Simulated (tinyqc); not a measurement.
Length offset and series resistance from crossing lines.

Problem. R_total = Rs + k (L - dL)/Vo with constant Rs, dL and k. Find k, dL and Rs.

R_total at (L, Vo) = (90, 0.42), (180, 0.42), (90, 0.91) and (180, 0.91), L in nm and Vo in V (ohm um): [823.09524, 1380.2381, 541.42857, 798.57143]

Answer. At each overdrive R is a straight line in L with slope k/Vo; the two lines cross at L = dL, R = Rs.

k = 2.600 ohm um V/nm
dL = 5.500 nm
Rs = 300.0 ohm um

Program tinyqc, `OMP_NUM_THREADS=1 python tinyqc.py 2282220 2282221 out.jsonl`; Intel Xeon 2.30GHz, shared host, one thread, about 0.04 s.
